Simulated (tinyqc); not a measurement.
Worked calculation: Debye-Callaway model of lattice thermal conductivity. Computed by tinyqc, a small Python program that keeps every step. Command: `OMP_NUM_THREADS=1 python tinyqc.py 3017536 3017537 out.jsonl callaway walk`. One thread of a shared host (Intel(R) Xeon(R) Processor @ 2.30GHz), about 0.01 s of CPU time with the checks. Intermediate numbers are printed to about 6 digits and carried at full precision; extremes and crossings named in words are read from the listed rows.

Three acoustic branches with one velocity v, cut at omega_D = k_B Theta/hbar; x = hbar omega/(k_B T). v and Theta are separate inputs: Theta cuts off the heat-carrying modes, so C need not reach 3 k_B/V. gamma is an effective value that sets the umklapp rate. Heat flows along the film.

Inputs (values chosen for the exercise, modelled on aluminium nitride): sound velocity v = 7100 m/s; Debye temperature Theta = 933 K; volume per atom V = 10.4 angstrom^3; mean atomic mass M = 20.5 u; effective Grueneisen parameter gamma = 2; umklapp exponent divisor b = 3; vacancy fraction n_v = 0.00031; film thickness t = 0.19 micrometre; specularity p = 0.8; normal-process factor f_N = 1.3; temperature T = 600 K; probe frequency omega/omega_D = 0.2.

Sample: film. Point defects: vacancies. Normal processes: included.

Constants: k_B = 1.380649e-23 J/K; hbar = 1.054571817e-34 J s; u = 1.6605390666e-27 kg.

## Mass-fluctuation parameter

A vacancy counts as a mass defect Delta M/M = -3 (the missing mass and twice its bonds), so Gamma = 9 n_v. A = V Gamma/(4 pi v^3).

Gamma = 0.00279

Rayleigh coefficient A = 6.45138e-45 s^3

## Scattering rates at one frequency

Rates: point defects A omega^4; umklapp B omega^2 T exp(-Theta/(b T)) with B = hbar gamma^2/(M v^2 Theta); normal processes f_N B omega^2 T (T/Theta)^2. Film: the bulk time tau of each mode, from the resistive rates above, is multiplied by the Fuchs-Sondheimer factor F = (3/2) int_0^1 (1 - u^2) [1 - (1 - p) (u/d) (1 - E)/(1 - p E)] du, with E = exp(-d/u), d = t/(v tau), by 48 Gauss-Legendre points in z with u = z^4; the boundary rate is defined as 1/(F tau) - 1/tau. The resistive time is tau_R = 1/(boundary + point-defect + umklapp rates), and the free path is v tau_R.

omega = 2.44297e+13 rad/s

Rates:
```
process         rate (1/s)  rate x tau_R
boundaries     2.89866e+09     0.0472243
point defects  2.29788e+09     0.0374365
umklapp        5.61842e+10      0.915339
normal         5.07231e+10      0.826369
```

tau_R = 1.62917e-11 s

free path = 115.671 nm

The strongest resistive process at this frequency: umklapp, 92 % of the resistive rate.

## The integrand on a coarse grid

x runs in ten equal steps to min(Theta/T, 12); g = x^4 e^x/(e^x - 1)^2; tau_C is the inverse of all rates summed; the last column is c tau_C g with c = (k_B/(2 pi^2 v)) (k_B T/hbar)^3.

Integrand:
```
x             g    tau_C (s)  c tau_C g (W/(m K))
0.1555  0.02413  3.36647e-11              38.7910
0.3110  0.09595  8.92030e-12              40.8670
0.4665  0.21372  3.92106e-12              40.0143
0.6220  0.37465  2.14028e-12              38.2882
0.7775  0.57495  1.31449e-12              36.0877
0.9330  0.81000  8.68728e-13              33.6000
1.0885  1.07446  6.03409e-13              30.9581
1.2440  1.36251  4.34483e-13              28.2672
1.3995  1.66795  3.21548e-13              25.6094
1.5550  1.98449  2.43210e-13              23.0463
```

Among these rows the integrand is largest at x = 0.31.

## Thermal conductivity

kappa_1 = c int tau_C g dx, g = x^4 e^x/(e^x - 1)^2, c = (k_B/(2 pi^2 v)) (k_B T/hbar)^3, over 0 < x < min(Theta/T, 40), by 96 Gauss-Legendre points in s with x = x_max s^2; 1/tau_C = 1/tau_R + 1/tau_N; kappa_2 = c [int (tau_C/tau_N) g dx]^2 / int (tau_C/(tau_N tau_R)) g dx; kappa = kappa_1 + kappa_2. Heat capacity C = 3 c int g dx / v^2; grey free path 3 kappa/(C v); the median free path v tau_C halves kappa_1 when the quadrature points are ordered by free path (each counted at half its weight, interpolated in the logarithm); likewise at 10 % and 90 %.

kappa_1 = 51.6625 W/(m K)

kappa_2 = 14.5040 W/(m K)

kappa = 66.1664 W/(m K)

heat capacity C = 3.16559e+06 J/(m^3 K)

grey free path = 8.83174 nm

median free path = 11.7432 nm

free path at 10 % of kappa_1 = 2.52291 nm

free path at 90 % of kappa_1 = 182.022 nm

The median free path is 1.3 times the grey one. The middle 80 % of kappa_1 spans a factor 72 in free path. The Callaway term kappa_2 is 22 % of the total.

## Leaving out one process at a time

The formulas are those given above.

Conductivity at T:
```
case                   kappa (W/(m K))  ratio to all
all processes                  66.1664             1
without point defects          90.2404       1.36384
without boundaries             69.3439       1.04802
```

Removing point defects raises kappa most, by a factor 1.36; removing boundaries gives only 1.05.

## Conductivity against temperature

The formulas are those given above.

Kappa (W/(m K)):
```
T (K)  all processes  without point defects
56           183.756                825.248
93           268.400                1044.31
160          250.495                643.943
280          160.687                290.065
470          89.9068                131.281
750          49.4988                64.2720
1200         26.7701                32.1863
```

kappa peaks among these rows at 93 K (T/Theta = 0.100) with 268 W/(m K). The exponent d ln kappa/d ln T is 0.75 at the cold end and -1.31 at the hot end. The normal rate is taken to grow as T^3 at all T, which overstates it above Theta. Point defects cost most at 56 K, a factor 4.49.

Checks made by the program: heat capacity against the Debye function (relative difference below 1e-10).
